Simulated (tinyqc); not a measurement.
Inside a calculation. Model: tunnelling through a gate dielectric, WKB transmission and Tsu-Esaki current.

tinyqc, about 0.03 s, one thread, Intel Xeon 2.30GHz (shared host): `OMP_NUM_THREADS=1 python tinyqc.py 2540095 2540096 out.jsonl` Printed values are rounded.

Electrons leave the emitter at x = 0. Energies E (motion across the layers) are in eV from the emitter Fermi level; the collector Fermi level lies at -V and offers states at every E. No charge in the dielectric and no image force: F1 = V/t1, U = phi1 - F1 x. With C = hbar^2/(2 m0), kappa = sqrt(m (U - E)/C) where U > E and 0 elsewhere; T(E) = exp(-S), S = 2 times the integral of kappa over x.

Values chosen for this exercise; dielectric values close to those of zirconium oxide:
```
symbol  value  unit                                                        meaning
T         300     K                                                    temperature
Ef       0.39    eV              Fermi energy of the emitter above its band bottom
me       0.52    m0                            emitter mass in the supply function
phi1     1.44    eV  barrier of layer 1 above the emitter Fermi level at zero bias
m1       0.26    m0                                     tunnelling mass of layer 1
t1        3.7    nm                                           thickness of layer 1
V         2.2     V                                  voltage across the dielectric
E           0    eV                                energy of the electron followed
nc          6                                                  cells in each layer
Ea      -0.39    eV                                   lower end of the energy grid
Eb       0.32    eV                                   upper end of the energy grid
nE         13                                            points of the energy grid
```

Constants: q = 1.602176634e-19 C, kB = 1.380649e-23 J/K, hbar = 1.054571817e-34 J s, m0 = 9.1093837015e-31 kg, Vt = kB T/q, hbar^2/(2 m0) = 0.0380998212 eV nm^2. Results are converted to the units shown.

## Fields and band edges

F1 = V/t1, U = phi1 - F1 x.

F1 = 5.94595 MV/cm
U at x = t1 = -0.76 eV

## WKB exponent by the midpoint rule

Cut each layer into nc equal cells, take U and kappa at the cell centres, and sum S = 2 sum kappa h.

```
cell   x (nm)    U (eV)  kappa (1/nm)
0     0.30833   1.25667       2.92843
1     0.92500   0.89000       2.46445
2     1.54167   0.52333       1.88979
3     2.15833   0.15667       1.03398
4     2.77500  -0.21000       0.00000
5     3.39167  -0.57667       0.00000
```

S = 10.2572
T(E) = 3.51033e-5

## WKB exponent in closed form

Each layer adds (2/F) sqrt(m/C) [G(u at its left edge) - G(u at its right edge)] to S, with u = U - E (0 where negative) and G(u) = (2/3) u^1.5. The slope follows from 1/d = -dS/dE.

S = 10.1225
T(E) = 4.01666e-5
energy d over which T(E) grows by a factor e = 0.094838 eV

The midpoint rule gives S = 10.257, so its T(E) is 13 % below this value. The band edge of layer 1 drops below E inside the layer: the barrier there is triangular (the Fowler-Nordheim case).

## Current density on a coarse energy grid

J = J0 times the integral of T(E) N(E) dE, N = ln[(1 + exp(-E/Vt))/(1 + exp((-E - V)/Vt))], J0 = q^2 me m0 kB T/(2 pi^2 hbar^3) (times 1e-4 for A/cm^2 per eV), by Simpson's rule on nE equally spaced points from Ea to Eb.

```
point     E (eV)        T(E)           N      T(E) N
0      -0.390000  5.03479e-7     15.0859  7.59542e-6
1      -0.330833  1.01143e-6     12.7972  1.29435e-5
2      -0.271667  2.00849e-6     10.5086  2.11064e-5
3      -0.212500  3.94184e-6     8.22014  3.24025e-5
4      -0.153333  7.64419e-6     5.93385  4.53595e-5
5      -0.094167  1.46444e-5     3.66838  5.37213e-5
6      -0.035000  2.77089e-5     1.58358  4.38791e-5
7       0.024167  5.17685e-5    0.331216  1.71466e-5
8       0.083333  9.54769e-5   0.0390441  3.72781e-6
9       0.142500  1.73778e-4  0.00402930  7.00206e-7
10      0.201667  3.12053e-4  4.09317e-4  1.27729e-7
11      0.260833  5.52659e-4  4.15130e-5  2.29425e-8
12      0.320000  9.65016e-4  4.20955e-6  4.06229e-9
```

J0 = 2.17550e8 A/(cm^2 eV)
J = 3019.48 A/cm^2

The integrand peaks at E = -0.0942 eV among these points. A converged quadrature from -Ef to above the barrier gives 3029 A/cm^2; this grid is 0.30 % below that.
